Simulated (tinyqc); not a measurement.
# Heisenberg magnet: exchange from energy differences, ordering vector, linear spin waves and ordering temperature, step by step

A worked calculation. Computed by tinyqc, a small Python program that keeps every step. Command: `OMP_NUM_THREADS=1 python tinyqc.py 3012542 3012543 out.jsonl magnon walk`. One thread of a shared host (Intel(R) Xeon(R) Processor @ 2.30GHz), about 0.2 s of CPU time with the checks. Intermediate numbers are printed to about 7 digits and carried at full precision; extremes and crossings named in words are read from the listed rows.

H = -sum over pairs <ij> J_ij S_i.S_j - K sum_i (S_i^z)^2, each pair once, J > 0 ferromagnetic. First neighbours: 6 at a (1, 0, 0), second: 12 at a (1, 1, 0), with all permutations and signs.

Inputs (values chosen for the exercise, for a model magnet): exchange J1 = -3.57 meV; exchange J2 = 0.64 meV; spin S = 1.5; single-ion anisotropy K = 0.026 meV; lattice constant a = 5.83 angstrom; mesh divisions n = 24; temperature T = 120 K.

Lattice: simple cubic. Order: Neel (nearest neighbours antiparallel).

wave vector q (2 pi/a): [0.11, 0.38, 0.33]

Constants: h x 1 THz = 4.135667696 meV; k_B = 8.617333262e-05 eV/K.

## Energies of ordered states

J(q) = J1 g1(q) + J2 g2(q), g_s(q) = sum over shell s of cos(q.R). A classical spiral or collinear state of wave vector Q has the exchange energy -(S^2/2) J(Q) per site.

States, Q in 2 pi/a:
```
Q                  g1  g2  energy (meV/site)
G (0, 0, 0)         6  12            15.4575
X (0.5, 0, 0)       2  -4            10.9125
M (0.5, 0.5, 0)    -2  -4            -5.1525
R (0.5, 0.5, 0.5)  -6  12           -32.7375
```

The lowest of these is R (0.5, 0.5, 0.5), 27.585 meV per site below M (0.5, 0.5, 0).

## Back from energy differences to J1 and J2

Subtract the first row of the table from the second and third: dE = -(S^2/2)(dg1 J1 + dg2 J2), two equations for two unknowns, as in mapping total energies onto a spin model.

coefficients, columns J1, J2:
```
[[4.5, 18.0],
 [9.0, 18.0]]
```

energy differences (meV/site): [-4.545, -20.610]

J1, J2 (meV): [-3.57, 0.64]

## Magnon energy at q

g_s(q) = sum over shell s of cos(q.R), z1 = g1(0). A(q) = S [-J1 g1(0) + J2 (g2(0) - g2(q))] + (2S - 1) K, B(q) = S J1 g1(q), E(q) = sqrt(A^2 - B^2). The factor 2S - 1 removes the anisotropy for S = 1/2.

g1(q) = -0.8804181

g2(q) = -2.326777

E(q) = 45.69312 meV

frequency = 11.04855 THz

## Long waves and the gap

sum R_x^2 over the shells is s1 = 2 a^2 and s2 = 8 a^2. Without K, E = c q with c = S sqrt(z1 |J1| (|J1| s1 + J2 s2)); the gap is E(0) = sqrt(k (k + 2 S z1 |J1|)), k = (2S - 1) K.

spin-wave velocity c = 141.7147 meV angstrom

gap = 1.828722 meV

Exchange enhances the gap to 35.2 times (2S - 1) K, the geometric mean of anisotropy and exchange.

## Dispersion

The formulas are those given above.

Energies (meV); X = (0.5, 0, 0), M = (0.5, 0.5, 0) in 2 pi/a:
```
line  fraction of the way      E(q)  sqrt(gap^2 + c^2 q^2)
G-X                  0.10   7.81591                 7.8524
G-X                  0.25  18.57208                19.1787
G-X                  0.50  33.61789                38.2264
G-X                  0.75  43.12403                57.3032
G-X                  1.00  46.31995                76.3872
G-M                  0.10  10.86093                10.9534
G-M                  0.25  25.55154                27.0611
G-M                  0.50  42.36934                54.0294
G-M                  0.75  47.00370                81.0183
G-M                  1.00  46.31995               108.0123
```

At the end of the G-X rows the long-wave form is 1.65 times the true energy. At the end of the G-M rows the long-wave form is 2.33 times the true energy. It holds to 5 % in 3 of the ten rows; nearer the zone boundary the cosine flattens the band.

## Loss of moment

Mesh: q = sum_i (m_i + 1/2)/n b_i, m_i = 0..n-1, b = [[1, 0, 0], [0, 1, 0], [0, 0, 1]] in 2 pi/a; <..> is the mean over the mesh. n = 1/(exp(E/(k_B T)) - 1); zero-point loss <A/(2E) - 1/2>, thermal loss <(A/E) n>; moment = S less the losses.

zero-point loss = 0.04649859

thermal loss = 0.04888219

moment <S^z> = 1.404619

Zero-point motion removes 3.1 % of S. The thermal loss is 3.26 % of S. Caution: doubling the mesh changes the thermal sum by more than 3 %, so it is not fully converged.

## Ordering temperature

K left out. Mean field: k_B T = S (S + 1) J(Q)/3 at the ordering vector Q; random-phase (Tyablikov): k_B T = [S (S + 1)/3] / <1/(J(Q) - J(q))>; Curie-Weiss theta = S (S + 1) J(0)/(3 k_B).

mean-field ordering temperature = 422.1143 K

random-phase ordering temperature = 317.4696 K

Curie-Weiss temperature = -199.3076 K

The random-phase value is 0.75 of mean field, since it weights the soft long waves (a harmonic mean of J(Q) - J(q) in place of the arithmetic one); on this mesh it lies slightly high. |theta|/T(mean field) = 0.47: below 1, as the ferromagnetic J2 helps the order.

Checks made by the program: the long-wave formula against the dispersion (relative difference 2e-06).
